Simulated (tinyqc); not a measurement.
# All-pass ring resonator: effects of single changes

A ring of length L = 2 pi Rr coupled to one bus waveguide: round-trip amplitude a = 10^(-al L/20), self-coupling t = sqrt(1 - k2). At detuning d from the resonance the round-trip phase is p = 2 pi d/FSR and the transmission T = (a^2 - 2 a t cos p + t^2)/(1 - 2 a t cos p + a^2 t^2). Lossless coupler, linear absorption only.

Inputs (values chosen for the exercise); values close to those of silicon nitride waveguides: cold resonance wavelength lam = 1550 nm; ring radius Rr = 30 um; group index ng = 2.15; propagation loss al = 2.6 dB/cm; power coupling k2 = 0.0057; thermo-optic change of the effective index dT = 2.3e-5 1/K; thermal resistance Rt = 2.5 K/mW; share of the loss that heats the ring fa = 0.83; input power Pin = 0.078 mW.

Constants: c = 299792458 m/s. Results are converted to the units shown.

Each table varies one quantity; the others keep the values above.

## Effect of the power coupling

FSR = lam^2/(ng L), finesse F = pi sqrt(a t)/(1 - a t), FWHM = FSR/F, Q = lam/FWHM, Tmin = (a - t)^2/(1 - a t)^2, power build-up k2 a^2/(1 - a t)^2, optical bandwidth c/(lam Q).

The same in every row: a = 0.99437.

Result of one run:
```
k2            t         Q     Tmin  build-up  bandwidth (GHz)
0.0041  0.99795  1.0672e5  0.21734    68.965           1.8123
```

What becomes of these results when the power coupling k2 is changed from 0.0041 to 0.007, all else the same?

Result of the changed run:
```
k2           t      Q      Tmin  build-up  bandwidth (GHz)
0.007  0.99649  89725  0.054136    83.346           2.1556
```

The whole series:
```
k2            t         Q       Tmin  build-up  bandwidth (GHz)
0.0014  0.99930  1.2950e5    0.60703    34.627           1.4935
0.0024  0.99880  1.2002e5    0.42106    51.014           1.6115
0.0041  0.99795  1.0672e5    0.21734    68.965           1.8123
0.007   0.99649     89725   0.054136    83.346           2.1556
0.012   0.99398     70334  0.0011378    88.016           2.7500
0.02    0.98995     52173   0.080215    81.048           3.7072
0.035   0.98234     35018    0.26925    64.391           5.5232
0.059   0.97005     22785    0.47188    46.536           8.4887
0.1     0.94868     14082    0.65040    30.806           13.735
```

As k2 goes from 0.0014 to 0.1, Q falls from 1.30e5 to 14100, Tmin goes from 0.607 through a minimum of 0.00114 (at k2 = 0.012 among the rows listed) to 0.650 and the build-up goes from 34.6 through a maximum of 88.0 (at k2 = 0.012 among the rows listed) to 30.8. The ring is overcoupled (t < a) in 5 of the 9 rows; the dip is deepest where t and a cross.

## Effect of the propagation loss

Same model as above.

The same in every row: t = 0.9971.

Effect of the propagation loss:
```
al (dB/cm)       a        Q      Tmin  build-up  bandwidth (GHz)
0.33        0.9993  2.298e5    0.3591     447.1           0.8416
0.59        0.9987  1.985e5    0.1453     333.3           0.9745
1.1         0.9976  1.566e5  0.008063     207.3            1.235
1.9         0.9959  1.177e5   0.03284     116.8            1.644
3.5         0.9924  7.858e4    0.2054     51.91            2.462
6.3         0.9864  4.969e4    0.4280     20.64            3.892
11          0.9764  3.073e4    0.6180     7.812            6.294
21          0.9555  1.696e4    0.7778     2.328            11.41
```

As al goes from 0.33 to 21 dB/cm, Q falls from 2.30e5 to 17000, Tmin goes from 0.359 through a minimum of 0.00806 (at al = 1.1 dB/cm among the rows listed) to 0.778 and the build-up falls from 447 to 2.33. The ring is overcoupled (t < a) in 3 of the 8 rows; the dip is deepest where t and a cross.

## Line shape, cold and heated

FSR = lam^2/(ng L). The lost power (1 - T) Pin heats the ring by Rt fa (1 - T) Pin and shifts the resonance to longer wavelength by s = (lam dT/ng) times that rise; d = dl - s. The hot columns give T for the smallest and the largest self-consistent shift.

Results:
```
dl (pm)  T, cold  roots  smallest s (pm)  T there  largest s (pm)  T there
-24      0.91032      1          0.23647  0.91189         0.23647   0.91189
-13      0.75388      1          0.61707  0.77007         0.61707   0.77007
-6.4     0.45458      1           1.2539  0.53278          1.2539   0.53278
0        0.10728      1           2.2246  0.17105          2.2246   0.17105
4.8      0.34271      1           2.1619  0.19443          2.1619   0.19443
9.6      0.63303      1           1.1330  0.57780          1.1330   0.57780
14       0.77941      1          0.63429  0.76365         0.63429   0.76365
21       0.88636      1          0.31307  0.88334         0.31307   0.88334
40       0.96549      1         0.093025  0.96534        0.093025   0.96534
```

Estimate the missing row, dl = 29 pm.

Computed row:
```
dl (pm)  T, cold  roots  smallest s (pm)  T there  largest s (pm)  T there
29       0.93657      1          0.17213  0.93586         0.17213   0.93586
```

With this row back in the table: The cold line has FWHM = 16.0 pm and its dip at dl = 0; heated, the deepest listed dip lies at dl = 0 pm, and the largest possible shift is 2.40 pm, 0.15 FWHM. No listed row is bistable.

tinyqc, about 0.01 s, one thread, Intel Xeon 2.30GHz (shared host): `OMP_NUM_THREADS=1 python tinyqc.py 2650047 2650048 out.jsonl`
